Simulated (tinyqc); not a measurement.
Resistance of a circular point contact between the ballistic and the diffusive limit: two steps of the calculation.

Two half-spaces of a free-electron metal (one valley, spin 2) meet through a circular opening of radius a in an insulating sheet.

Inputs (values chosen for the exercise): free-electron density n = 1.1e21 cm^-3; mean free path l = 7.8 nm; radius of the opening a = 1.5 nm.

Constants: q = 1.602176634e-19 C, hbar = 1.054571817e-34 J s. Results are converted to the units shown.

Task 1. Fermi wave number and resistivity. kF = (3 pi^2 n)^(1/3), resistivity rho = hbar kF/(n q^2 l). Maxwell: RM = rho/(2 a); Sharvin: RS = 4 rho l/(3 pi a^2); interpolation R = RS + gamma RM, gamma = (1 + 0.83 K)/(1 + 1.33 K), K = l/a.

Give: kF; rho; modes (kF a)^2/4.

Result 1.

kF = 3.194 1/nm
rho = 152.9 uohm cm
modes (kF a)^2/4 = 5.737

Task 2. Resistances. 

rho = 152.91121 uohm cm

Give: RM; RS; gamma; R.

Result 2.

RM = 509.7 ohm
RS = 2250 ohm
gamma = 0.6716
R = 2592 ohm

The Sharvin term makes up 86.8 % of R; it equals (h/2q^2) over the number of modes.

Program tinyqc, `OMP_NUM_THREADS=1 python tinyqc.py 2760018 2760019 out.jsonl`; Intel Xeon 2.30GHz, shared host, one thread, about 0.01 s.
